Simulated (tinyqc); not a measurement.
Binary melting diagram from solution models of liquid and solid: one step, computed by the program tinyqc.

x is the fraction of B. In a phase with interaction L: mu_A = G_A + R T ln(1 - x) + L x^2, mu_B = G_B + R T ln x + L (1 - x)^2. Melting: G(liquid) - G(solid) = H (1 - T/T_m) for each pure component.

Question. Dilute B in A: partition coefficient and slope. At T_A, k0 = exp[(dG_B(T_A) + L_L - L_S)/(R T_A)]; van 't Hoff: m_L = -R T_A^2 (1 - k0)/H_A per unit fraction. Burton-Prim-Slichter: k_eff = k0/[k0 + (1 - k0) exp(-V delta/D)]. Freezing range of c0: |m_L| c0 |1 - k0|/k0.

Inputs (values chosen for the exercise, modelled on Si-Ge):
```
quantity,value,unit
melting point T_A,1687,K
melting point T_B,1211,K
heat of melting H_A,50.5,kJ/mol
heat of melting H_B,37.2,kJ/mol
liquid interaction L_L,7.4,kJ/mol
solid interaction L_S,3.7,kJ/mol
dilute content c0 of B,0.0058,-
growth number V delta/D,0.62,-
```

Diagram: complete solid solution (lens).

Constants: R = 8.314462618 J/(mol K).

Give: partition coefficient k0; liquidus slope m_L; effective coefficient k_eff; freezing range.

Answer.

partition coefficient k0 = 0.4590

liquidus slope m_L = -253.5 K

effective coefficient k_eff = 0.6120

freezing range = 1.733 K

k0 < 1: the solid rejects B and B lowers the melting point. Faster growth moves k_eff towards 1.
